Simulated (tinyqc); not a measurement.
Thermal boundary conductance by the acoustic and diffuse mismatch models: one step, computed by the program tinyqc.

Each side has one longitudinal and two transverse Debye branches, omega = v q up to q_D = (6 pi^2 n)^(1/3), with n counting all atoms. Scattering at the interface is elastic. Electrons are left out of G, also for metals. Melting is ignored. G refers to the temperatures of the phonons sent towards the interface. Linear branches over all atoms overstate G at high T, most for crystals with several atoms a cell.

Problem. Acoustic mismatch: transmission of each branch. No mode conversion. t(theta) = 4 Z_1 Z_2 cos(theta_1) cos(theta_2)/N^2, with N = Z_2 cos(theta_1) + Z_1 cos(theta_2) for L (the form for pressure waves) and N = Z_1 cos(theta_1) + Z_2 cos(theta_2) for both T branches (the form for shear waves polarised along the interface); sin(theta_2) = (v_2/v_1) sin(theta_1), and t = 0 beyond the critical angle arcsin(v_1/v_2); the mean over the incoming flux is alpha = 2 int t sin(theta_1) cos(theta_1) d theta_1 (64 Gauss-Legendre points).

Structure: superlattice.

Branches:

| branch | v (m/s) | cut-off (K) | Z (1e6 kg/(m^2 s)) |
|---|---|---|---|
| L, side 1 | 10700 | 1368.626 | 150.8700 |
| T, side 1 | 5820 | 744.430 | 82.0620 |
| L, side 2 | 13600 | 1594.762 | 68.1360 |
| T, side 2 | 8470 | 993.208 | 42.4347 |

Give: Transmission.

Solution.

Transmission:

| branch | t at normal incidence | largest angle from side 1 (deg) | alpha, 1 to 2 | alpha, 2 to 1 |
|---|---|---|---|---|
| L | 0.85729 | 51.884 | 0.56396 | 0.91109 |
| T | 0.89869 | 43.403 | 0.36735 | 0.77805 |

For L waves from side 1 the critical cone of 52 degrees bounds the transmission; the mean is 0.56 against 0.86 at normal incidence. For T waves from side 1 the critical cone of 43 degrees bounds the transmission; the mean is 0.37 against 0.90 at normal incidence.
